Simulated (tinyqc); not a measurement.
Inside a calculation: six-band Luttinger-Kohn model with strain. Values are carried at full precision from step to step, so a last printed digit may differ when a step is redone from the rounded ones.

Constants: hbar^2/2m0 = 3.80998211 eV angstrom^2.

Parameters, chosen for this exercise (near those of Si; shifted at random, so the results belong to these values and not to a real crystal):
- C11 = 161.2 GPa
- C12 = 62.3 GPa
- C44 = 78.9 GPa
- load = uniaxial [001] (kind of stress)
- X = -2.24 GPa (stress)
- Dso = 0.044 eV (spin-orbit splitting)
- g1 = 4.3 (Luttinger gamma1)
- g2 = 0.34 (gamma2)
- g3 = 1.45 (gamma3)
- av = 2.44 eV (valence hydrostatic potential)
- b = -2.04 eV (tetragonal shear potential)
- d = -4.92 eV (trigonal shear potential)
- k = (-0.008, 0.06, 0.019) 1/angstrom (wave vector)
- kmax = 0.1 1/angstrom (end of the path)

## Strain from a uniaxial [001] stress

s11 = (C11 + C12)/((C11 - C12)(C11 + 2 C12)), s12 = -C12/((C11 - C12)(C11 + 2 C12)), s44 = 1/C44; exx = s11 sxx + s12 (syy + szz) and cyclic, exy = s44 sxy/2; tension is positive. A uniaxial stress X along the unit vector n is s_ij = X n_i n_j.

s11, s12, s44 (1/TPa): 7.9071  -2.2041  12.6743

strain tensor:
```
,x,y,z
x,0.004937,0.000000,0.000000
y,0.000000,0.004937,0.000000
z,0.000000,0.000000,-0.017712
```

The volume changes by -0.784 %; there is no shear in the cubic axes, so d does not enter.

## The terms P, Q, R, S at one k

P = c g1 k^2 - av tr(e); Q = c g2 (kx^2 + ky^2 - 2 kz^2) - (b/2)(exx + eyy - 2 ezz); R = c sqrt3 [-g2 (kx^2 - ky^2) + 2i g3 kx ky] + (sqrt3/2) b (exx - eyy) - i d exy; S = 2 c sqrt3 g3 (kx - i ky) kz - d (exz - i eyz); c = hbar^2/2m0, e the strain tensor (not engineering shear).

Form the four terms.

Terms (eV):
```
term,from k,from strain
P,0.06594,0.01912
Q,0.00381,0.04620
R,0.00793-0.00919i,0.00000
S,-0.00291-0.02182i,0.00000
```

## The Hamiltonian

Six-band Luttinger-Kohn model in the basis |3/2,3/2>, |3/2,1/2>, |3/2,-1/2>, |3/2,-3/2>, |1/2,1/2>, |1/2,-1/2>, electron energies, zero at the top of the unstrained valence band. H = -[rows: (P+Q, -S, R, 0, -S/r2, r2 R); (-S*, P-Q, 0, R, -r2 Q, r32 S); (R*, 0, P-Q, S, r32 S*, r2 Q); (0, R*, S*, P+Q, -r2 R*, -S*/r2); (-S*/r2, -r2 Q, r32 S, -r2 R, P+Dso, 0); (r2 R*, r32 S*, r2 Q, -S/r2, 0, P+Dso)], r2 = sqrt(2), r32 = sqrt(3/2). Levels are twofold.

Each term is the sum of its two parts.

H(k) (eV), lower triangle (Hermitian):
```
,3/2,3/2,3/2,1/2,3/2,-1/2,3/2,-3/2,1/2,1/2,1/2,-1/2
3/2,3/2,-0.1351
3/2,1/2,-0.0029+0.0218i,-0.0350
3/2,-1/2,-0.0079-0.0092i,0,-0.0350
3/2,-3/2,0,-0.0079-0.0092i,0.0029-0.0218i,-0.1351
1/2,1/2,-0.0021+0.0154i,0.0707,0.0036+0.0267i,0.0112-0.0130i,-0.1291
1/2,-1/2,-0.0112-0.0130i,0.0036-0.0267i,-0.0707,-0.0021-0.0154i,0,-0.1291
```

## Levels and their make-up

Diagonalise H. The weights add +m and -m and are averaged over each pair; m is taken along z.

levels from the top, each twofold (eV): 0.0111  -0.1262  -0.1841

weights:
```
,top,second,third
|3/2,+-3/2>,0.027,0.754,0.219
|3/2,+-1/2>,0.745,0.064,0.191
|1/2,+-1/2>,0.228,0.182,0.590
```

The top pair is 74 % |3/2,+-1/2>, the second pair is 75 % |3/2,+-3/2> and the third pair is 59 % |1/2,+-1/2>.

## Band edges at k = 0
Diagonalise H at k = 0. The weights add +m and -m (m along z) and are averaged over each pair.

edges from the top (eV): 0.0614  -0.0653  -0.0974

weights at k = 0:
```
,top,second,third
|3/2,+-3/2>,0.000,1.000,0.000
|3/2,+-1/2>,0.784,0.000,0.216
|1/2,+-1/2>,0.216,0.000,0.784
```

The stress splits the top two pairs by 126.7 meV, 4.90 times kT at 300 K (25.85 meV); the third lies 158.8 meV below the top, against Dso = 44 meV without stress.

## The edges in closed form

With R = S = 0: P = -av tr(e), Q = -(b/2)(exx + eyy - 2 ezz), W = sqrt(Dso^2 + 2 Dso Q + 9 Q^2); E(HH) = -P - Q, E(LH) and E(SO) = -P + (Q - Dso +/- W)/2. Without the coupling to the split-off band E(LH) = -P + Q.

P = 0.01912 eV
Q = 0.04620 eV
W = 0.15879 eV

E(HH), E(LH), E(SO) (eV): -0.0653  0.0614  -0.0974

E(LH) without the coupling = 0.0271 eV

The light-hole edge is on top. The coupling raises the light-hole edge by 34.3 meV; to lowest order it is 2 Q^2/Dso = 97.0 meV, with |Q|/Dso = 1.05.

## Hole masses at the edges

Curvature at k = 0: m/m0 = -2 c h^2/(E(h u) + E(-h u) - 2 E(0)) with h = 0.0002 1/angstrom along the unit vector u.

Hole masses (m0):
```
direction,top,second,third
[110],0.275,0.216,0.216
[1-10],0.275,0.216,0.216
[100],0.275,0.216,0.216
[001],0.178,0.276,0.274
```

Of the directions listed, the top pair is lightest along [001] (0.178) and heaviest along [110], [1-10] and [100] (0.275). These masses hold only for hole energies well below the splitting of 127 meV.

## Bands along [100] and [001]

Six points from 0 to kmax in each direction.

Levels (eV):
```
direction,|k| (1/angstrom),top,second,third,"top, no stress","second, no stress"
[100],0.000,0.0614,-0.0653,-0.0974,0.0000,0.0000
[100],0.020,0.0558,-0.0723,-0.1045,-0.0055,-0.0075
[100],0.040,0.0392,-0.0925,-0.1267,-0.0221,-0.0295
[100],0.060,0.0115,-0.1238,-0.1660,-0.0497,-0.0639
[100],0.080,-0.0272,-0.1650,-0.2237,-0.0883,-0.1080
[100],0.100,-0.0770,-0.2162,-0.2996,-0.1379,-0.1610
[001],0.000,0.0614,-0.0653,-0.0974,0.0000,0.0000
[001],0.020,0.0528,-0.0708,-0.1030,-0.0055,-0.0075
[001],0.040,0.0271,-0.0874,-0.1197,-0.0221,-0.0295
[001],0.060,-0.0157,-0.1150,-0.1477,-0.0497,-0.0639
[001],0.080,-0.0754,-0.1536,-0.1869,-0.0883,-0.1080
[001],0.100,-0.1517,-0.2032,-0.2379,-0.1379,-0.1610
```

## Checks

- Levels against the same model in the basis X, Y, Z times spin: they agree to 1e-10 or better.
- Closed-form edges against the diagonalisation: they agree to 1e-10 or better.

(tinyqc, `OMP_NUM_THREADS=1 python tinyqc.py 1051387 1051388 out.jsonl`, Intel(R) Xeon(R) Processor @ 2.30GHz, 1 thread, shared host, about 0.05 s.)
